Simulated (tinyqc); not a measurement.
Changing the crystal rotation: crystal pulling from the melt: segregation, interface stability, heat balance and point-defect regime. Computed by tinyqc, a small Python program. Command: `OMP_NUM_THREADS=1 python tinyqc.py 3019975 3019976 out.jsonl pull sweep`. One thread of a shared host (Intel(R) Xeon(R) Processor @ 2.30GHz), about 0.01 s of CPU time with the checks.

A dilute solute; steady pulling with a flat interface unless it is found unstable.

Inputs (values chosen for the exercise, modelled on boron in silicon):

| quantity | value | unit |
|---|---|---|
| equilibrium coefficient k0 | 0.8 | - |
| initial melt concentration C0 | 1.9e+19 | 1/cm^3 |
| diffusivity in the melt D | 0.00011 | cm^2/s |
| kinematic viscosity nu | 0.0033 | cm^2/s |
| pull rate V | 0.96 | mm/min |
| frozen fraction g | 0.65 | - |

Loss from the melt surface: none.

Method. delta = 1.61 D^(1/3) nu^(1/6) omega^(-1/2), omega = 2 pi rpm/60; k_eff = k0/[k0 + (1 - k0) exp(-V delta/D)] (Burton, Prim and Slichter); the melt at the interface is enriched by k_eff/k0. Axial profile: C_s = k_eff C0 (1 - g)^(k_eff - 1); bulk melt C_L = C_s/k_eff. Usable fraction: the g at which C_s has changed by 30 % from its first value (0.99 at most).

One run for each value:

| crystal rotation (rpm) | boundary layer delta (micrometre) | k_eff | enrichment at the interface | usable fraction |
|---|---|---|---|---|
| 1.0 | 919.80 | 0.93844 | 1.1730 | 0.98590 |
| 1.8 | 685.58 | 0.91556 | 1.1445 | 0.95527 |
| 3.2 | 514.19 | 0.89418 | 1.1177 | 0.91621 |
| 5.8 | 381.93 | 0.87455 | 1.0932 | 0.87649 |
| 10.0 | 290.87 | 0.85929 | 1.0741 | 0.84503 |
| 33.0 | 160.12 | 0.83468 | 1.0434 | 0.79547 |
| 60.0 | 118.75 | 0.82621 | 1.0328 | 0.77902 |

Give the missing row, crystal rotation (rpm) = 19.0.

Computed row:
```
crystal rotation (rpm)  boundary layer delta (micrometre)    k_eff  enrichment at the interface  usable fraction
19.0                                               211.02  0.84465                       1.0558          0.81527
```

Interpolating between the two neighbouring rows (the first column on a logarithmic scale, the others too where they are positive) misses most in usable fraction, by 0.34 %. Over the rows, boundary layer delta (micrometre) falls from 920 to 119 (exponent d ln y / d ln x about -0.50 throughout); k_eff falls from 0.938 to 0.826 (exponent d ln y / d ln x -0.042 between the first rows and -0.017 between the last); enrichment at the interface falls from 1.17 to 1.03 (exponent d ln y / d ln x -0.042 between the first rows and -0.017 between the last). The exponent of boundary layer delta stays at -0.50: the rotating-disc boundary layer.
